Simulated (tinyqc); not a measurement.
# Front-illuminated p-i-n photodiode, quantum efficiency and bandwidth, step by step

Computed by the program tinyqc: `OMP_NUM_THREADS=1 python tinyqc.py 2250044 2250045 out.jsonl`, one thread of a shared Intel Xeon 2.30GHz, about 0.01 s for the whole run. Printed values are rounded.

Light enters through a p layer (0 to xp), a depleted layer (xp to xp + wi) and a thick n substrate, decaying as exp(-al x); one pass, no back reflection. Carriers made in the depleted layer are all collected; those in the neutral layers diffuse.

Values chosen for this exercise; values close to those of silicon at this wavelength: wavelength lam = 650 nm; absorption coefficient al = 3340 1/cm; reflectance of the front face Rf = 0.3; relative permittivity eps_r = 11.6; thickness of the front p layer xp = 0.06 um; thickness of the depleted layer wi = 1.2 um; electron diffusion coefficient in the p layer Dn = 14 cm^2/s; electron diffusion length in the p layer Ln = 16 um; recombination velocity of the front surface S = 50000 cm/s; hole diffusion length in the thick n substrate Lp = 14 um; electron drift velocity ve = 1.04e7 cm/s; hole drift velocity vh = 6.77e6 cm/s; diameter dia = 110 um; load resistance RL = 50 ohm; parasitic capacitance Cp = 20 fF; modulation frequency f = 18 GHz.

Constants: q = 1.602176634e-19 C, h = 6.62607015e-34 J s, c = 299792458 m/s, eps0 = 8.8541878128e-14 F/cm where lengths are in cm. Results are converted to the units shown.

## Quantum efficiency

k = al Ln, s = S Ln/Dn, e = exp(-al xp); front layer f1 = (k/(k^2 - 1)) {[s + k - e (s cosh(xp/Ln) + sinh(xp/Ln))]/[s sinh(xp/Ln) + cosh(xp/Ln)] - k e}; depleted layer f2 = e (1 - exp(-al wi)); substrate f3 = e exp(-al wi) al Lp/(1 + al Lp); external efficiency (1 - Rf)(f1 + f2 + f3); responsivity = efficiency q lam/(h c).

s = 5.714286
f1 = 0.01963163
f2 = 0.3236643
f3 = 0.5408336
external efficiency = 0.6188907
responsivity = 0.3244598 A/W

The front layer absorbs 1.98 % of the light that enters and collects 98.9 % of that. Diffusion from the neutral layers makes up 63.4 % of the current.

## Response at one frequency

Drift response for pairs made in the depleted layer, a = al wi, g = 1 - exp(-a), u = 2 pi i f, te = wi/ve, th = wi/vh: electrons He = [g - a (exp(-a) - exp(-u te))/(u te - a)]/(u te g), holes Hh = [g - a (1 - exp(-a - u th))/(a + u th)]/(u th g); C = eps0 eps_r pi (dia/2)^2/wi + Cp; total |He + Hh|/sqrt(1 + (2 pi f RL C)^2), for the current of the depleted layer alone.

te = 11.53846 ps
th = 17.72526 ps
He = 0.4581382-0.2193091i
Hh = 0.3369013-0.2479296i
|He + Hh| = 0.9221713
C = 833.3936 fF
total response = 0.1914149

The drift response alone falls to 1/sqrt(2) at 37.6 GHz and the RC term alone at 3.82 GHz; together they give 3.79 GHz.
